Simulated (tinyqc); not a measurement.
Grain growth, pinning, strength and diffusional creep of a polycrystal or thin film: one step, computed by the program tinyqc. Command: `OMP_NUM_THREADS=1 python tinyqc.py 3016948 3016949 out.jsonl grain walk`. One thread of a shared host (Intel(R) Xeon(R) Processor @ 2.30GHz), about 0.01 s of CPU time with the checks.

One mean grain size d describes the structure.

Task: Yield stress. Hall-Petch term k_y/sqrt(d). Orowan term 3.06 x 0.4 G b ln(2 rbar/b)/(pi lambda sqrt(1 - nu)) with nu = 1/3, rbar = sqrt(2/3) r, lambda = rbar (sqrt(pi/f) - 2). Film term (threading dislocation, matched substrate, the geometry of an fcc (111) film taken for all cases): 3.464 G b ln(2 h/b)/(4 pi (1 - nu) h). The terms are added to sigma_0.

Inputs (values chosen for the exercise, modelled on nickel): shear modulus G = 80 GPa; Burgers vector b = 2.492 angstrom; anneal temperature T = 765 K; particle volume fraction f = 0.012; particle radius r = 1.8 nm; film thickness h = 77 nm; friction stress sigma_0 = 26 MPa; Hall-Petch slope k_y = 0.14 MPa m^0.5.

Sample: thin film on a substrate.

grain size d = 101.5215 nm

Give: Hall-Petch term; Orowan term; film term; yield stress.

Result:

Hall-Petch term = 439.39 MPa

Orowan term = 1126.4 MPa

film term = 687.98 MPa

yield stress = 2279.8 MPa
